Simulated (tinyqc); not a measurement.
Nudged elastic band on a two-dimensional model surface. Changing the step factor eta. Computed by tinyqc, a small Python program. Command: `OMP_NUM_THREADS=1 python tinyqc.py 3008640 3008641 out.jsonl neb sweep`. One thread of a shared host (Intel(R) Xeon(R) Processor @ 2.30GHz), about 0.04 s of CPU time with the checks.

V(x, y) = -A (cos kx + cos ky) - B cos kx cos ky + (C sin ky + S sin kx)(1 - cos kx), k = 2 pi/a; the atom hops from the minimum at (0, 0) to that at (a, 0).

Inputs (values chosen for the exercise, for a model surface):
```
quantity,value,unit
amplitude A,0.21,eV
amplitude B,-0.017,eV
skew C,0.03,eV
asymmetry S,0.027,eV
period a,3.8,angstrom
movable images n,4,-
spring constant k_s,0.25,eV/angstrom^2
iteration cap,600,-
```

Surface: adatom on a square lattice. Climbing image: off.

Method:
- Newton steps x(new) = x - H^-1 grad V (moves limited to 0.3 angstrom) from (0, 0), (a, 0) and (a/2, 0) give the two minima and the saddle.
- Tangent at image i: towards the higher neighbour if the energies rise or fall through i; at a maximum or minimum, tau = t+ dmax + t- dmin if V(i+1) > V(i-1), else t+ dmin + t- dmax, with t+ = R(i+1) - R(i), t- = R(i) - R(i-1) and dmax, dmin the larger and smaller of |V(i+1) - V(i)| and |V(i-1) - V(i)|; then normalise. Force F = -grad V + (grad V.tau) tau + k_s (|t+| - |t-|) tau.
- Update R(new) = R + eta F; the end points stay fixed.
- Start on the straight line; stop when the largest force is below 1e-4 or above 1e6 eV/angstrom.

One run for each value:
```
step factor eta (angstrom^2/eV),iterations,energy of the highest image (eV)
0.15,72,0.37113
0.20,54,0.37113
0.27,39,0.37113
0.37,28,0.37113
0.51,20,0.37113
0.70,14,0.37113
0.95,9,0.37113
1.30,7,0.37112
1.80,43,0.37113
```

Describe and explain the trends.

Over the rows, iterations goes from 72.0 through a minimum among these rows, 7.00 at 1.30, to 43.0. While the steps are short the count falls about as 1/eta; the converged energy does not depend on eta.

Extremes, crossings and ranges named in words are read from the listed rows.
